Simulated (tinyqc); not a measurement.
Elastic strain and critical thickness of a cubic alloy layer A(1-x)B(x) on a thick substrate: one step, computed by the program tinyqc.

Strain is positive in tension. The layer is coherent with the substrate unless said otherwise.

Question. Biaxial strain, stress and energy. (111): D = 2 (C11 + 2 C12 - 2 C44)/(C11 + 2 C12 + 4 C44), M = 6 C44 (C11 + 2 C12)/(C11 + 2 C12 + 4 C44). The free surface carries no normal stress, so e_perp = -D f; dV/V = 2 f + e_perp; stress = M f; energy per area = M f^2 h (1 GPa nm = 1 J/m^2).

Inputs (values chosen for the exercise, modelled on Si(1-x)Ge(x) on Si): layer thickness h = 230 nm.

Growth plane: (111).

elastic constants (GPa): C11 145.6930, C12 56.0771, C44 72.2567

misfit f = -0.02167236

Give: ratio D; normal strain e_perp; volume strain dV/V; biaxial modulus M; in-plane stress; strain energy per area.

Answer.

ratio D = 0.4145

normal strain e_perp = 0.008983

volume strain dV/V = -0.03436

biaxial modulus M = 204.4 GPa

in-plane stress = -4.430 GPa

strain energy per area = 22.08 J/m^2

Caution: above about 2 % misfit, linear elasticity is rough and compressed layers tend to form islands before dislocations.
